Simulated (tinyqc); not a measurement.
Undoped gate-all-around wire MOSFET, analytic charge model: course of the iteration: charge at the source by substitution.

An undoped round wire of radius R under an insulator shell and a surrounding gate; long channel, electrons only, n = ni exp((psi - V)/Vt) with V the quasi-Fermi potential (0 at the source, Vd at the drain), constant mobility, no quantisation. The radial Poisson equation gives n(r) = n(0)/(1 - (1 - b) r^2/R^2)^2 with b = Q0/(Q + Q0). Q is the electron charge per area of the wire surface.

With V = 0: u = Vg - V0 - Q/Cox, then Q(new) = (Q0/2)[sqrt(1 + 4 exp(u/Vt)) - 1], the root of Vt ln[(Q/Q0)(1 + Q/Q0)] = u.

Stop when Q changes by less than 1e-8 nC/cm^2, or after 30 iterations.

Parameters, values chosen for the exercise:

| symbol | value | unit | meaning |
|---|---|---|---|
| T | 293 | K | temperature |
| Vg | 1.27 | V | gate voltage |

Constants: q = 1.602176634e-19 C, kB = 1.380649e-23 J/K, Vt = kB T/q. Results are converted to the units shown.

Q at the start = 0 nC/cm^2
Cox = 6.04635 uF/cm^2
Q0 = 266.033 nC/cm^2
V0 = 0.756035 V

Course of the iteration:
```
iteration,Q (nC/cm^2),|change| (nC/cm^2)
1,7.00134e6,7.00e6
2,0,7.00e6
3,7.00134e6,7.00e6
4,0,7.00e6
5,7.00134e6,7.00e6
6,0,7.00e6
7,7.00134e6,7.00e6
8,0,7.00e6
9,7.00134e6,7.00e6
...,...,...
22,0,7.00e6
23,7.00134e6,7.00e6
24,0,7.00e6
25,7.00134e6,7.00e6
26,0,7.00e6
27,7.00134e6,7.00e6
28,0,7.00e6
29,7.00134e6,7.00e6
30,0,7.00e6
```

Did this iteration meet its convergence test, and what does its course show?

No. Not converged within 30 iterations. The value swings between 0 and 7.001e6 for good. At the solution, 2418 nC/cm^2, dQ(new)/dQ = -8.33: the semiconductor capacitance exceeds Cox, so substitution overshoots. A rerun with Newton steps on the same equation from Q = 27 nC/cm^2 converges in 6 iterations.

Range of the model: In a wire this thin, quantum confinement raises the threshold; it is left out. The surface density at the source passes 0.3 Nc, where Boltzmann statistics fail.

Numbers from tinyqc (`OMP_NUM_THREADS=1 python tinyqc.py 2460153 2460154 out.jsonl`; about 0.04 s on one thread of a shared Intel Xeon 2.30GHz).
